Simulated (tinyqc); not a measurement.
Worked calculation: CIS and TDHF on RHF in the sto-3g basis, for H3-, spin multiplicity 1. The basis has no diffuse functions, so it cannot describe the extra electron: this is an exercise in the method, not the real anion. One step of it, computed by the program tinyqc.

Problem. CIS matrix, singlets. A(ia,jb) = (e_a - e_i) d_ij d_ab + 2 (ia|jb) - (ij|ab).

orbital energies (hartree): MO1 -0.118610, MO2 0.185316, MO3 0.881876

Two-electron integrals over orbitals (pq|rs), unique and non-zero (hartree):
```
p,q,r,s,(pq|rs)
1,1,1,1,0.518411
2,1,1,1,-0.010389
2,1,2,1,0.156055
2,2,1,1,0.453693
2,2,2,1,0.011381
2,2,2,2,0.516764
3,1,1,1,0.074365
3,1,2,1,0.007464
3,1,2,2,-0.056059
3,1,3,1,0.143693
3,2,1,1,0.011359
3,2,2,1,-0.142391
3,2,2,2,-0.013140
3,2,3,1,-0.002621
3,2,3,2,0.145563
3,3,1,1,0.536097
3,3,2,1,-0.004183
3,3,2,2,0.467539
3,3,3,1,0.090829
3,3,3,2,0.006632
3,3,3,3,0.582747
```

Give: CIS matrix A, singlet.

Solution.

CIS matrix A, singlet (hartree):
```
,1>3,2>3
1>3,0.7518,-0.0011
2>3,-0.0011,0.5201
```
